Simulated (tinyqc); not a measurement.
Free and nearly free electrons in a metal: sweeps and comparisons. A value that a table varies takes the place of the one given here.

The cubic cell holds 4 atoms: n = 4 z/a^3, kF = (3 pi^2 n)^(1/3), EF = c kF^2/m, vF = 2 c kF/(m hbar), c = hbar^2/2m0; rs = (3/(4 pi n))^(1/3)/a0; D(EF) = 3 n/(2 EF).

Two plane waves k and k - G, G = (111) (2 pi/a): H = [[c k^2/m, V], [V, c (k - G)^2/m]] with c = hbar^2/2m0.

Square wire of width w with grain size w: rho/rho0 = 1/(1 - 3 al/2 + 3 al^2 - 3 al^3 ln(1 + 1/al)) + (3/4) (1 - p) l/w, with al = (l/w) Rg/(1 - Rg) (Mayadas-Shatzkes plus the thick-wire form of Fuchs-Sondheimer); l = hbar kF/(n e^2 rho), e = 1.602176634e-19 C.

Constants: hbar^2/2m0 = 3.80998211 eV angstrom^2; hbar = 6.58211957e-16 eV s; a0 (Bohr radius) = 0.5291772105 angstrom.

Values chosen for the exercise (near those of Cu, whose d bands this model ignores; not measured data): a = 3.64 angstrom (fcc lattice constant); z = 1 (free electrons an atom); m = 1 m0 (mass); rho = 1.79 micro-ohm cm (bulk resistivity); p = 0.2 (specularity of the surfaces); Rg = 0.31 (reflection at grain boundaries); w = 10 nm (wire width).

## When the Fermi surface touches the face

On the face the lower band is E = c (G^2/4 + q^2)/m - V, q along the face. EF is held at its free value. A neck opens where EF > c G^2/(4m) - V, with radius q; the second band fills where EF > c G^2/(4m) + V.

Necks:

| V (eV) | lower band at the face centre (eV) | neck radius (1/angstrom) | radius/kF |
|---|---|---|---|
| 0.2 | 8.314 | - | - |
| 0.5 | 8.014 | - | - |
| 0.8 | 7.714 | - | - |
| 1.1 | 7.414 | - | - |
| 1.4 | 7.114 | - | - |
| 1.8 | 6.714 | 0.2407 | 0.178 |
| 2.2 | 6.314 | 0.4036 | 0.299 |
| 2.6 | 5.914 | 0.5176 | 0.384 |

EF = 6.935 eV
c G^2/(4m) = 8.514 eV

How do the results move?

Contact needs V > 1.579 eV. It is first met at V = 1.8 eV of those listed, and the radius then grows as the square root of the excess, to 0.384 kF at 2.6 eV. EF is held at its free value here; a count of states lowers it as V grows, strongly for V of an eV or more, so the threshold is a lower bound, the radii are upper bounds, and some necks may vanish.

## Resistivity of narrow wires

Wires:

| w (nm) | al | grain term (factor - 1) | surface term | rho (micro-ohm cm) |
|---|---|---|---|---|
| 200 | 0.084 | 0.123 | 0.112 | 2.21 |
| 100 | 0.168 | 0.242 | 0.224 | 2.62 |
| 50 | 0.335 | 0.475 | 0.448 | 3.44 |
| 30 | 0.559 | 0.781 | 0.747 | 4.52 |
| 20 | 0.839 | 1.160 | 1.120 | 5.87 |
| 14 | 1.198 | 1.644 | 1.600 | 7.60 |
| 10 | 1.677 | 2.288 | 2.240 | 9.89 |
| 7 | 2.396 | 3.250 | 3.200 | 13.34 |

l = 37.33 nm

How do the results move?

At 7 nm the resistivity is 7.45 times the bulk value; grain boundaries add more (3.25 from grains, 3.20 from surfaces). It passes twice the bulk value between 50 and 30 nm. The surface formula is meant for w above l = 37 nm, so the rows below that are rough.

## What sets the wire resistivity

All results formed anew. Each row changes one parameter from the base and keeps the others.

Results:

| case | EF (eV) | l (nm) | wire rho (micro-ohm cm) |
|---|---|---|---|
| base | 6.935 | 37.33 | 9.894 |
| a = 3.749 angstrom | 6.538 | 39.60 | 10.383 |
| m = 1.2 m0 | 5.779 | 37.33 | 9.894 |
| rho = 2.148 micro-ohm cm | 6.935 | 31.11 | 10.266 |
| p = 0.5 | 6.935 | 37.33 | 8.391 |
| Rg = 0.217 | 6.935 | 37.33 | 8.350 |
| w = 7 nm | 6.935 | 37.33 | 13.335 |

What does this show?

The largest shifts from the base row, up to three for each result and ties (the steps differ in size, so this ranks the rows, not the parameters). EF (eV): m -1.156, a -0.397; unchanged at the printed digits by rho, p, Rg and w. l (nm): rho -6.22, a +2.27; unchanged at the printed digits by m, p, Rg and w. wire rho (micro-ohm cm): w +3.441, Rg -1.545, p -1.504; unchanged at the printed digits by m. The mass drops out of l at given rho, because vF falls and tau rises by the same factor.

Program tinyqc; command `OMP_NUM_THREADS=1 python tinyqc.py 1651284 1651285 out.jsonl`; about 0.01 s on one thread of a shared Intel(R) Xeon(R) Processor @ 2.30GHz.
